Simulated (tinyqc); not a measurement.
Plane-wave Kohn-Sham cycle with exchange-only LDA in a layered model solid, step by step. Computed by tinyqc, a small Python program that keeps every step. Settings: points = 16, plane-wave index or count = 3, electrons = 2, k points = 4, area = 37.0, mixing = 1.0, iteration cap = 78, Kerker q0 = 0.96. Command: `OMP_NUM_THREADS=1 python tinyqc.py 30438 30439 out.jsonl` (the two numbers bound the seeds that draw the settings). One thread of a shared host (Intel(R) Xeon(R) Processor @ 2.60GHz), about 0.02 s of CPU time with the checks. Later iterations appear only in the table of the cycle.

## Iteration 1: potential

A solid whose potential varies along x alone (atomic units):
```
parameter                      value
period a                    9.800000
cross-section of the cell  37.000000
electrons per cell                 2
grid points                       16
plane waves -n..n, n               3
k points                           4
V1 in V1 cos(2 pi x/a)     -0.400000
V2 in V2 cos(4 pi x/a)      0.030000
```

density at the start, on the grid x_j = j a/N (e/bohr^3): [0.00551572, 0.00551572, 0.00551572, 0.00551572, 0.00551572, 0.00551572, 0.00551572, 0.00551572, 0.00551572, 0.00551572, 0.00551572, 0.00551572, 0.00551572, 0.00551572, 0.00551572, 0.00551572]

V_H(G) = 4 pi rho(G)/G^2 for G != 0 (uniform background); v_x = -(3 rho/pi)^(1/3); V = V_ext + V_H + v_x; Fourier components f(G_m) = (1/N) sum_j f(x_j) exp(-i G_m x_j).

Potentials on the grid (hartree):
```
x             V_ext       V_H        v_x          V
0.000000  -0.370000  0.000000  -0.173990  -0.543990
0.612500  -0.348339  0.000000  -0.173990  -0.522329
1.225000  -0.282843  0.000000  -0.173990  -0.456833
1.837500  -0.174287  0.000000  -0.173990  -0.348277
2.450000  -0.030000  0.000000  -0.173990  -0.203990
3.062500   0.131860  0.000000  -0.173990  -0.042130
3.675000   0.282843  0.000000  -0.173990   0.108853
4.287500   0.390765  0.000000  -0.173990   0.216775
4.900000   0.430000  0.000000  -0.173990   0.256010
5.512500   0.390765  0.000000  -0.173990   0.216775
6.125000   0.282843  0.000000  -0.173990   0.108853
6.737500   0.131860  0.000000  -0.173990  -0.042130
7.350000  -0.030000  0.000000  -0.173990  -0.203990
7.962500  -0.174287  0.000000  -0.173990  -0.348277
8.575000  -0.282843  0.000000  -0.173990  -0.456833
9.187500  -0.348339  0.000000  -0.173990  -0.522329
```

V(G_m), m = 0, 1, 2, ... (hartree): [-0.173990, -0.200000, 0.015000, 0.000000, 0.000000, 0.000000, 0.000000]

## Iteration 1: Hamiltonian at one k

k = 0.125000 2 pi / a

H(m,m') = (k + G_m)^2/2 delta + V(G_m - G_m'), with V(-G) = V(G).

H (hartree), order -3, -2, -1, +0, +1, +2, +3:
```
[[1.524853, -0.200000, 0.015000, 0.000000, 0.000000, 0.000000, 0.000000],
 [-0.200000, 0.548580, -0.200000, 0.015000, 0.000000, 0.000000, 0.000000],
 [0.015000, -0.200000, -0.016630, -0.200000, 0.015000, 0.000000, 0.000000],
 [0.000000, 0.015000, -0.200000, -0.170779, -0.200000, 0.015000, 0.000000],
 [0.000000, 0.000000, 0.015000, -0.200000, 0.086135, -0.200000, 0.015000],
 [0.000000, 0.000000, 0.000000, 0.015000, -0.200000, 0.754111, -0.200000],
 [0.000000, 0.000000, 0.000000, 0.000000, 0.015000, -0.200000, 1.833150]]
```

## Iteration 1: levels at that k

Diagonalise the Hermitian matrix.

eigenvalues (hartree): [-0.376494, -0.046197, 0.185234, 0.581411, 0.778837, 1.566136, 1.870495]

## Iteration 1: new density

Motion across x is left out: the lowest 1 band(s) hold two electrons at each of the k points (j + 1/2)/nk - 1/2. Residual R = rho(out) - rho(in); rho(new) = rho(in) + 1 R, with R(G) scaled by G^2/(G^2 + 0.96^2) (Kerker). rho(out) = 2/(a A nk) sum |psi|^2 with psi = sum c exp(i G x). Harris energy E = band energy - dV sum rho (V_H/2 + v_x) + (3/4) dV sum rho v_x with rho(in), dV = a A/N, band energy = (2/nk) sum of the filled levels.

rho(out) (e/bohr^3): [0.01754746, 0.01546851, 0.01060954, 0.00569017, 0.00241647, 0.00083442, 0.00024623, 0.00006978, 0.00003381, 0.00006978, 0.00024623, 0.00083442, 0.00241647, 0.00569017, 0.01060954, 0.01546851]

density after iteration 1 (e/bohr^3): [0.01068844, 0.00946683, 0.00678791, 0.00450140, 0.00355037, 0.00364201, 0.00408946, 0.00445264, 0.00458185, 0.00445264, 0.00408946, 0.00364201, 0.00355037, 0.00450140, 0.00678791, 0.00946683]

energy per cell = -0.66503292 hartree

## Iteration 2: potential

As before.

Potentials on the grid (hartree):
```
x             V_ext        V_H        v_x          V
0.000000  -0.370000   0.093525  -0.216918  -0.493392
0.612500  -0.348339   0.081835  -0.208317  -0.474821
1.225000  -0.282843   0.052109  -0.186453  -0.417186
1.837500  -0.174287   0.016209  -0.162595  -0.320672
2.450000  -0.030000  -0.015461  -0.150227  -0.195688
3.062500   0.131860  -0.038283  -0.151509  -0.057931
3.675000   0.282843  -0.052404  -0.157475   0.072964
4.287500   0.390765  -0.059762  -0.162005   0.168998
4.900000   0.430000  -0.062014  -0.163558   0.204428
5.512500   0.390765  -0.059762  -0.162005   0.168998
6.125000   0.282843  -0.052404  -0.157475   0.072964
6.737500   0.131860  -0.038283  -0.151509  -0.057931
7.350000  -0.030000  -0.015461  -0.150227  -0.195688
7.962500  -0.174287   0.016209  -0.162595  -0.320672
8.575000  -0.282843   0.052109  -0.186453  -0.417186
9.187500  -0.348339   0.081835  -0.208317  -0.474821
```

V(G_m), m = 0, 1, 2, ... (hartree): [-0.171102, -0.173857, 0.012834, -0.000745, 0.000507, 0.000164, -0.000032]

## Iteration 2: Hamiltonian at one k

k = 0.125000 2 pi / a

As before.

H (hartree), order -3, -2, -1, +0, +1, +2, +3:
```
[[1.527741, -0.173857, 0.012834, -0.000745, 0.000507, 0.000164, -0.000032],
 [-0.173857, 0.551468, -0.173857, 0.012834, -0.000745, 0.000507, 0.000164],
 [0.012834, -0.173857, -0.013743, -0.173857, 0.012834, -0.000745, 0.000507],
 [-0.000745, 0.012834, -0.173857, -0.167891, -0.173857, 0.012834, -0.000745],
 [0.000507, -0.000745, 0.012834, -0.173857, 0.089023, -0.173857, 0.012834],
 [0.000164, 0.000507, -0.000745, 0.012834, -0.173857, 0.756999, -0.173857],
 [-0.000032, 0.000164, 0.000507, -0.000745, 0.012834, -0.173857, 1.836037]]
```

## Iteration 2: levels at that k

As before.

eigenvalues (hartree): [-0.337453, -0.028787, 0.171358, 0.575877, 0.775389, 1.558970, 1.864281]

## Iteration 2: new density

As before.

rho(out) (e/bohr^3): [0.01692917, 0.01504483, 0.01057686, 0.00591749, 0.00267036, 0.00099774, 0.00032381, 0.00010282, 0.00005453, 0.00010282, 0.00032381, 0.00099774, 0.00267036, 0.00591749, 0.01057686, 0.01504483]

density after iteration 2 (e/bohr^3): [0.01290557, 0.01139607, 0.00795604, 0.00472303, 0.00298370, 0.00263332, 0.00294177, 0.00331046, 0.00345717, 0.00331046, 0.00294177, 0.00263332, 0.00298370, 0.00472303, 0.00795604, 0.01139607]

energy per cell = -0.60339531 hartree

## Convergence

Stop when sqrt(dV sum R^2) is below 1e-8, dV = a A/N.

Course of the cycle:
```
iteration  E (hartree)  norm of the residual
1          -0.66503292              1.17e-01
2          -0.60339531              7.32e-02
3          -0.57600494              4.74e-02
4          -0.56536559              3.10e-02
5          -0.56155575              2.02e-02
6          -0.56032247              1.31e-02
7          -0.55998765              8.53e-03
8          -0.55993305              5.56e-03
9          -0.55994879              3.63e-03
10         -0.55997213              2.38e-03
11         -0.55998890              1.56e-03
...                ...                   ...
31         -0.56000891              4.52e-07
32         -0.56000891              3.02e-07
33         -0.56000891              2.01e-07
34         -0.56000891              1.34e-07
35         -0.56000891              8.94e-08
36         -0.56000891              5.96e-08
37         -0.56000891              3.97e-08
38         -0.56000891              2.65e-08
39         -0.56000891              1.77e-08
40         -0.56000891              1.18e-08
41         -0.56000891              7.85e-09
```

Converged in 41 iterations. Before convergence this energy mixes input and output and is not variational, so it may rise towards its limit.
